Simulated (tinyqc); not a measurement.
LCCD on RHF in the 3-21g basis, for H2, spin multiplicity 1, step by step. Computed by tinyqc, a small Python program that keeps every step (integrals from PySCF). Settings: charge = 0, multiplicity = 1, basis = 3-21g, method = RHF, energy threshold = 1e-10, iteration cap = 83, orthogonalisation = symmetric, start = atomic densities, DIIS depth = 6, amplitude equations = LCCD, DIIS depth for amplitudes = 0, cap on updates = 78. Command: `OMP_NUM_THREADS=1 python tinyqc.py 25365 25366 out.jsonl` (the two numbers bound the seeds that draw the settings). One thread of a shared host (Intel(R) Xeon(R) Processor @ 2.60GHz), about 0.1 s of CPU time with the checks. The early iterations of the SCF are left out here.

## One-electron integrals

Geometry (angstrom):
```
atom       x       y       z
H     0.0000  0.0000  0.0000
H     0.0000  0.0000  1.0700
```

Basis 3-21g: exponents (1/bohr^2) and contraction coefficients of normalised primitives:
```
element  l (shell)  exponent  coefficient
H            s (1)    5.4472       0.1563
H            s (1)    0.8245       0.9047
H            s (2)    0.1832       1.0000
```

Overlap, kinetic and nuclear-attraction integrals over the contracted functions; the nuclear repulsion is the sum of Za Zb / Rab.

nuclear repulsion = 0.494558 hartree

overlap S, order 1H 1s, 1H 2s, 2H 1s, 2H 2s:
$$\begin{pmatrix}
1.0000 & 0.6459 & 0.1601 & 0.3481 \\
0.6459 & 1.0000 & 0.3481 & 0.6876 \\
0.1601 & 0.3481 & 1.0000 & 0.6459 \\
0.3481 & 0.6876 & 0.6459 & 1.0000
\end{pmatrix}$$

kinetic energy T (hartree), order 1H 1s, 1H 2s, 2H 1s, 2H 2s:
$$\begin{pmatrix}
1.5494 & 0.2932 & -0.0404 & 0.0927 \\
0.2932 & 0.2748 & 0.0927 & 0.1418 \\
-0.0404 & 0.0927 & 1.5494 & 0.2932 \\
0.0927 & 0.1418 & 0.2932 & 0.2748
\end{pmatrix}$$

nuclear attraction V (hartree), order 1H 1s, 1H 2s, 2H 1s, 2H 2s:
$$\begin{pmatrix}
-2.2154 & -1.1009 & -0.3056 & -0.6074 \\
-1.1009 & -1.1363 & -0.6074 & -0.8341 \\
-0.3056 & -0.6074 & -2.2154 & -1.1009 \\
-0.6074 & -0.8341 & -1.1009 & -1.1363
\end{pmatrix}$$

core Hamiltonian H = T + V (hartree), order 1H 1s, 1H 2s, 2H 1s, 2H 2s:
$$\begin{pmatrix}
-0.6660 & -0.8077 & -0.3460 & -0.5146 \\
-0.8077 & -0.8615 & -0.5146 & -0.6924 \\
-0.3460 & -0.5146 & -0.6660 & -0.8077 \\
-0.5146 & -0.6924 & -0.8077 & -0.8615
\end{pmatrix}$$

## Two-electron integrals

Functions are numbered as in S; the eight-fold symmetry (ij|kl) = (ji|kl) = (kl|ij) leaves the list below.

Two-electron integrals (ij|kl) in chemists' order, unique and non-zero (hartree):
```
(11|11) 1.1401   (21|11) 0.6114   (21|21) 0.3452   (22|11) 0.6264
(22|21) 0.3803   (22|22) 0.4830   (31|11) 0.1316   (31|21) 0.0771
(31|22) 0.0898   (31|31) 0.0263   (32|11) 0.1973   (32|21) 0.1228
(32|22) 0.1628   (32|31) 0.0462   (32|32) 0.0996   (33|11) 0.4913
(33|21) 0.3131   (33|22) 0.4388   (33|31) 0.1316   (33|32) 0.3195
(33|33) 1.1401   (41|11) 0.3195   (41|21) 0.1816   (41|22) 0.2025
(41|31) 0.0462   (41|32) 0.0754   (41|33) 0.1973   (41|41) 0.0996
(42|11) 0.3894   (42|21) 0.2391   (42|22) 0.3125   (42|31) 0.0680
(42|32) 0.1354   (42|33) 0.3894   (42|41) 0.1354   (42|42) 0.2284
(43|11) 0.3131   (43|21) 0.1983   (43|22) 0.2760   (43|31) 0.0771
(43|32) 0.1816   (43|33) 0.6114   (43|41) 0.1228   (43|42) 0.2391
(43|43) 0.3452   (44|11) 0.4388   (44|21) 0.2760   (44|22) 0.3853
(44|31) 0.0898   (44|32) 0.2025   (44|33) 0.6264   (44|41) 0.1628
(44|42) 0.3125   (44|43) 0.3803   (44|44) 0.4830
```

## Orthogonalisation

S = U s U^T; symmetric (Loewdin) form X = U s^(-1/2) U^T, so that X^T S X = 1.

eigenvalues of S: [0.1783, 0.3955, 0.9740, 2.4522]

X, order 1H 1s, 1H 2s, 2H 1s, 2H 2s:
$$\begin{pmatrix}
1.2390 & -0.4835 & -0.0026 & 0.0237 \\
-0.4835 & 1.5662 & 0.0237 & -0.5738 \\
-0.0026 & 0.0237 & 1.2390 & -0.4835 \\
0.0237 & -0.5738 & -0.4835 & 1.5662
\end{pmatrix}$$

## Starting guess

The start is atomic minimal-basis densities projected into this basis (PySCF's MINAO start) and scaled to the electron count of each spin; this density is not idempotent, so its energy is not variational and may lie below the converged one.

D at the start, order 1H 1s, 1H 2s, 2H 1s, 2H 2s:
$$\begin{pmatrix}
0.2049 & 0.2871 & -0.0116 & 0.0024 \\
0.2871 & 0.4039 & 0.0024 & 0.0298 \\
-0.0116 & 0.0024 & 0.2049 & 0.2871 \\
0.0024 & 0.0298 & 0.2871 & 0.4039
\end{pmatrix}$$

## Iteration 5 (converged): orbitals

converged F (hartree), order 1H 1s, 1H 2s, 2H 1s, 2H 2s:
$$\begin{pmatrix}
0.2342 & -0.4049 & -0.3646 & -0.3897 \\
-0.4049 & -0.3049 & -0.3897 & -0.3670 \\
-0.3646 & -0.3897 & 0.2342 & -0.4049 \\
-0.3897 & -0.3670 & -0.4049 & -0.3049
\end{pmatrix}$$

Diagonalise F' = X^T F X, C = X C', fill 1 alpha and 1 beta electrons from the bottom; D = 2 C_occ C_occ^T. Each column has its largest component positive (the first on a tie).

F' = X^T F X (hartree):
$$\begin{pmatrix}
0.7601 & -0.6254 & -0.1980 & -0.1367 \\
-0.6254 & 0.2535 & -0.1367 & -0.2176 \\
-0.1980 & -0.1367 & 0.7601 & -0.6254 \\
-0.1367 & -0.2176 & -0.6254 & 0.2535
\end{pmatrix}$$

orbital energies (hartree): MO1 -0.5072, MO2 0.1686, MO3 1.1052, MO4 1.2606

coefficients C, order 1H 1s, 1H 2s, 2H 1s, 2H 2s:
$$\begin{pmatrix}
0.2426 & 0.1571 & 0.9007 & -0.9353 \\
0.3827 & 1.0979 & -0.6720 & 1.1014 \\
0.2426 & -0.1571 & 0.9007 & 0.9353 \\
0.3827 & -1.0979 & -0.6720 & -1.1014
\end{pmatrix}$$

D after iteration 5, order 1H 1s, 1H 2s, 2H 1s, 2H 2s:
$$\begin{pmatrix}
0.1177 & 0.1857 & 0.1177 & 0.1857 \\
0.1857 & 0.2929 & 0.1857 & 0.2929 \\
0.1177 & 0.1857 & 0.1177 & 0.1857 \\
0.1857 & 0.2929 & 0.1857 & 0.2929
\end{pmatrix}$$

## Convergence

Stop when the energy changes by less than 1e-10 hartree and every element of the error matrix X^T (F D S - S D F) X is below 3e-06.

Course of the cycle:
```
iteration  E (hartree)     change  largest element of the error matrix
1            -0.736381          -                             1.02e-01
2            -1.077831  -3.41e-01                             1.04e-02
3            -1.077984  -1.53e-04                             1.94e-03
4            -1.077989  -5.52e-06                             1.96e-08
5            -1.077989  -6.66e-16                             7.64e-09
```

PySCF RHF in the same basis = -1.077989 hartree

Converged in 5 iterations.

## Populations, bond orders and dipole

Mulliken: Z minus the diagonal of D S on the atom; Loewdin: the same with S^(1/2) D S^(1/2); Mayer order: 2 sum_s sum (D(s) S)_ij (D(s) S)_ji over the two atoms.

Charges (e):
```
atom  Mulliken  Loewdin
1H           0        0
2H           0        0
```

Mayer bond orders:
```
pair   order
2-1   1.0000
```

dipole moment about the origin, x y z (debye): [0.0000, 0.0000, 0.0000]

## Integrals over molecular orbitals

(pq|rs) = sum C_ip C_jq C_kr C_ls (ij|kl), one index at a time.

one-electron integrals over orbitals h = C^T H C (hartree):
$$\begin{pmatrix}
-1.0653 & 0.0000 & -0.1234 & 0.0000 \\
0.0000 & -0.6257 & 0.0000 & 0.1854 \\
-0.1234 & 0.0000 & 0.1561 & 0.0000 \\
0.0000 & 0.1854 & 0.0000 & 0.2375
\end{pmatrix}$$

Two-electron integrals over orbitals (pq|rs), unique and non-zero (hartree):
```
(11|11) 0.5581    (21|21) 0.1204    (22|11) 0.4574    (22|22) 0.4251
(31|11) 0.1234    (31|22) 0.0749    (31|31) 0.0909    (32|21) 0.0234
(32|32) 0.0431    (33|11) 0.5200    (33|22) 0.4336    (33|31) 0.1244
(33|33) 0.5127    (41|21) -0.0783   (41|32) -0.0575   (41|41) 0.1006
(42|11) -0.1318   (42|22) -0.0778   (42|31) -0.0821   (42|33) -0.1293
(42|42) 0.0854    (43|21) -0.1366   (43|32) -0.0557   (43|41) 0.1255
(43|43) 0.1979    (44|11) 0.5618    (44|22) 0.4689    (44|31) 0.1636
(44|33) 0.5570    (44|42) -0.1606   (44|44) 0.6263
```

## LCCD: starting amplitudes

t_ij^ab = <ij||ab> / (e_i + e_j - e_a - e_b), whose energy is MP2.

Starting amplitudes (spin orbitals 1a, 1b, ...; amplitudes related by a flip of all spins are not repeated):
```
from      to        t
1a 1b  2a 2b  -0.0891
1a 1b  2a 4b   0.0320
1a 1b  4a 4b  -0.0284
1a 1b  3a 3b  -0.0282
```

correlation energy = -0.021165 hartree

## LCCD: amplitude update 1

t_ij^ab D_ij^ab are set to the remaining terms of the spin-orbital equations, evaluated with the old amplitudes; for the doubles these are <ij||ab> + 1/2 <ab||ef> t_ij^ef + 1/2 <mn||ij> t_mn^ab + P(ij)P(ab) <mb||ej> t_im^ae, D the orbital-energy denominators (linear CCD).

Amplitudes after update 1 (spin orbitals 1a, 1b, ...; amplitudes related by a flip of all spins are not repeated):
```
from      to        t
1a 1b  2a 2b  -0.1314
1a 1b  2a 4b   0.0448
1a 1b  4a 4b  -0.0321
1a 1b  3a 3b  -0.0314
```

correlation energy = -0.028922 hartree

## LCCD: convergence

E_corr = 1/4 sum <ij||ab> t_ij^ab; stop when the norm of the change is below 1e-8.

Course of the amplitude iterations:
```
update  correlation energy (hartree)  norm of the change
0                          -0.021165                   -
1                          -0.028922            9.26e-02
2                          -0.032224            4.42e-02
3                          -0.033745            2.16e-02
4                          -0.034472            1.06e-02
5                          -0.034824            5.18e-03
6                          -0.034996            2.54e-03
7                          -0.035080            1.25e-03
8                          -0.035121            6.11e-04
9                          -0.035141            2.99e-04
10                         -0.035151            1.47e-04
11                         -0.035156            7.19e-05
12                         -0.035158            3.53e-05
13                         -0.035160            1.73e-05
14                         -0.035160            8.47e-06
15                         -0.035160            4.15e-06
16                         -0.035161            2.03e-06
17                         -0.035161            9.97e-07
18                         -0.035161            4.89e-07
19                         -0.035161            2.40e-07
20                         -0.035161            1.17e-07
21                         -0.035161            5.76e-08
22                         -0.035161            2.82e-08
23                         -0.035161            1.38e-08
24                         -0.035161            6.78e-09
```

Converged amplitudes (spin orbitals 1a, 1b, ...; amplitudes related by a flip of all spins are not repeated):
```
from      to        t
1a 1b  2a 2b  -0.1720
1a 1b  2a 4b   0.0551
1a 1b  4a 4b  -0.0309
1a 1b  3a 3b  -0.0297
```

LCCD total energy = -1.113150 hartree

Converged in 24 updates.
